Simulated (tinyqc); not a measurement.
# Worked calculation: input admittance of a MOSFET at zero drain bias: distributed channel and distributed gate

Program tinyqc, `OMP_NUM_THREADS=1 python tinyqc.py 2262135 2262136 out.jsonl`; Intel Xeon 2.30GHz, shared host, one thread, about 0.01 s. Printed values are rounded.

Source and drain grounded, strong inversion, w = 2 pi f, Cox = eps0 eox/tox. The channel is an RC line of resistance 1/(mu Cox Vo) per square fed from both ends, so one finger has the intrinsic admittance y = i w Cox L tanh(g)/g per width, g = (1/2) sqrt(i w tau), tau = L^2/(mu Vo). The vertical resistance rv/L is in series with y, the overlaps 2 i w Cov in parallel: y_t = 1/(1/y + rv/L) + 2 i w Cov. The gate strip is a line of Rsh/L per length loaded by y_t, so a finger has Y = y_t Wf tanh(k)/k, k = (Wf/sd) sqrt(y_t Rsh/L); the device has Nf Y.

Parameters, values chosen for the exercise; values of the order met in silicon radio-frequency transistors: relative permittivity of the gate insulator (close to zirconium oxide) eox = 24.3; insulator thickness tox = 7.2 nm; channel length L = 0.11 um; finger width Wf = 9.7 um; number of fingers Nf = 32; channel mobility mu = 200 cm^2/(V s); gate overdrive Vo = 0.68 V; sheet resistance of the gate Rsh = 27 ohm/square; vertical resistivity of the gate stack rv = 10 ohm um^2; number of ends at which a finger is contacted sd = 1; overlap and fringe capacitance on each side Cov = 0.3 fF/um; frequency f = 1.6 GHz.

Constants: eps0 = 8.8541878128e-14 F/cm where lengths are in cm. Results are converted to the units shown.

## Low-frequency resistances and capacitance

Low-frequency limits, with c = Cox L and ct = c + 2 Cov: R_strip = Rsh Wf/(3 sd^2 L Nf), R_ch = (c/ct)^2 L/(12 mu Cox Vo Wf Nf), R_vert = (c/ct)^2 rv/(L Wf Nf), C = ct Wf Nf.

parts (ohm): strip 24.8011, channel 0.0519641, vertical 0.209441
sum = 25.0625 ohm
C = 1206.56 fF
1/(2 pi R C) = 5.26315 GHz

The strip term is the largest, 99.0 % of the sum.

## Admittance of the channel and stack per width

tau, g, c = Cox L, y and y_t as defined.

tau = 0.889706 ps
g = 0.0334371+0.0334371i
c = 3.28712 fF/um
y = 0.0246+33.0457i uS/um
y_t = 0.1239+39.0771i uS/um

w tau = 0.00894, and Im y is 1.00 of w c.

## Input impedance of the device

k and Y as defined; Z = 1/(Nf Y) = R + 1/(i w C); Q = |Im Z|/R; signal at the point farthest from a contact |1/cosh k|.

k = 0.672809+0.670679i
Nf Y = 3.2527+10.9495i mS
R = 24.9307 ohm
C = 1185.28 fF
Q = 3.36623
signal at the far point = 0.937017

R is 0.53 % below its low-frequency limit and C is 1.8 % below its own.
